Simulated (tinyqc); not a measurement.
Inside a calculation. Model: low-temperature mobility of a two-dimensional electron gas with static screening. Computed by tinyqc, a small Python program that keeps every step. Command: `OMP_NUM_THREADS=1 python tinyqc.py 3028984 3028985 out.jsonl twodeg walk`. One thread of a shared host (Intel(R) Xeon(R) Processor @ 2.30GHz), about 0.01 s of CPU time with the checks. Intermediate numbers are printed to about 6 digits and carried at full precision; extremes and crossings named in words are read from the listed rows.

One subband is filled, the gas is degenerate and scatters at the Fermi circle; one permittivity serves on both sides of the interface. All formulas are in SI units, masses times m_0. Piezoelectric and polar phonons are left out, and n_s is taken as set by a gate, independent of N_i.

Inputs (values chosen for the exercise, modelled on a silicon inversion layer):
```
quantity,value,unit
in-plane mass m,0.19,m_0
mass across the layer m_z,0.922,m_0
permittivity eps,11.5,-
valley degeneracy g_v,2,-
sheet density n_s,7.2e+12,1/cm^2
depletion charge N_d,1.3e+11,1/cm^2
roughness height Delta,0.16,nm
correlation length Lambda,6.9,nm
remote charge density N_i,7e+11,1/cm^2
distance d of the charges from the interface,0.33,nm
density rho,2329,kg/m^3
sound velocity v_l,8920,m/s
deformation potential D_A,12,eV
temperature T,40,K
```

Wave function: Fang-Howard. Roughness spectrum: exponential.

Constants: m_0 = 9.1093837015e-31 kg; e = 1.602176634e-19 C; eps_0 = 8.8541878128e-12 F/m; hbar = 1.054571817e-34 J s; k_B = 1.380649e-23 J/K.

## Fermi circle, screening and layer thickness

k_F = sqrt(2 pi n_s/g_v); E_F = hbar^2 k_F^2/(2 m); q_TF = g_v m e^2/(2 pi eps eps_0 hbar^2); Fang-Howard parameter b = [12 m_z e^2 (N_d + 11 n_s/32)/(eps eps_0 hbar^2)]^(1/3), mean depth 3/b; effective field F = e (N_d + n_s/2)/(eps eps_0).

k_F = 0.475599 1/nm

E_F = 45.3578 meV

q_TF = 1.24886 1/nm

b = 1.81222 1/nm

mean depth = 1.65543 nm

effective field F = 0.586912 MV/cm

q_TF/(2 k_F) = 1.31: screening is strong for back-scattering.

## The integrands at a few angles

Form factors with u = q/b: screening G(q) = [1 + 9u/8 + 3u^2/8]/(1 + u)^3, remote charge P(q) = exp(-q d)/(1 + u)^3. Dielectric function eps(q) = 1 + q_TF G(q)/q, with q = 2 k_F sin(theta/2). Roughness: <|U|^2> = (e F)^2 S(q), S = pi Delta^2 Lambda^2/(1 + q^2 Lambda^2/2)^(3/2). Remote charges: <|U|^2> = N_i [e^2 P(q)/(2 eps eps_0 q)]^2. The last two columns are (m/(pi hbar^3)) <|U|^2>/eps(q)^2.

Integrands (1e9/(s rad)):
```
theta (degrees),q (1/nm),G,eps(q),roughness,remote charges
5,0.041491,0.958594,29.8535,16.802,2892.54
15,0.124156,0.884338,9.8954,101.631,2142.83
30,0.246188,0.791412,5.0147,165.655,1356.88
60,0.475599,0.656590,2.7241,132.852,561.73
90,0.672599,0.569938,2.0582,92.984,263.18
135,0.878793,0.498958,1.7091,63.801,120.96
180,0.951199,0.477700,1.6272,56.139,92.59
```

## Interface roughness

1/tau_t = (m/(pi hbar^3)) int_0^pi (1 - cos theta) <|U|^2>/eps(q)^2 dtheta; the quantum rate 1/tau_q drops the factor (1 - cos theta); 200 Gauss-Legendre points in s with theta = pi s^2, s from 0 to 1; mu = e tau_t/m.

tau_t, roughness = 4.21089 ps

tau_q, roughness = 3.41251 ps

roughness mobility = 38980.0 cm^2/(V s)

tau_t/tau_q, roughness = 1.23396

k_F Lambda = 3.28.

## Remote charges

The formulas are those given above.

tau_t, charges = 1.54129 ps

tau_q, charges = 0.488007 ps

remote-charge mobility = 14267.6 cm^2/(V s)

tau_t/tau_q, charges = 3.15833

With D = d + 3/b = 1.99 nm, k_F D = 0.94 and q_TF D = 2.48. When both are large, only small angles survive the factor exp(-2 q D) and tau_t/tau_q tends to (2 k_F D)^2, here 3.57; that limit is not reached.

## Acoustic phonons

Unscreened deformation potential in equipartition: 1/tau = m D_A^2 k_B T I/(rho v_l^2 hbar^3), I = int |psi|^4 dz = 3 b/16 for the Fang-Howard function (used for both wave-function options); mu = e tau/m. Bloch-Grueneisen temperature T_BG = 2 hbar v_l k_F/k_B.

acoustic mobility = 16757.7 cm^2/(V s)

T_BG = 64.8080 K

Caution: T is below the Bloch-Grueneisen temperature T_BG, so equipartition fails: the acoustic mobility is only a lower bound and the acoustic share of 1/mu is overstated.

## All together

At the Fermi circle the rates add, so 1/mu is the sum; sheet resistance 1/(n_s e mu); mean free path hbar k_F mu/e; the quantum time adds the rates 1/tau_q, with the isotropic acoustic rate e/(m mu).

Mobilities:
```
process,mu (cm^2/(V s)),share of 1/mu (%)
roughness,38980.0,16.5067
remote charges,14267.6,45.0973
acoustic phonons,16757.7,38.3961
```

mobility mu = 6434.30 cm^2/(V s)

sheet resistance = 134.727 ohm

mean free path = 201.423 nm

Dingle ratio tau_t/tau_q = 2.01197

The largest single share of 1/mu (45 %) belongs to remote charges: they are many or near enough that screening leaves their potential the strongest. The Dingle ratio of 2.01 lies between the short-range and smooth limits.

Checks made by the program: angular integral against adaptive quadrature (relative difference below 1e-10).
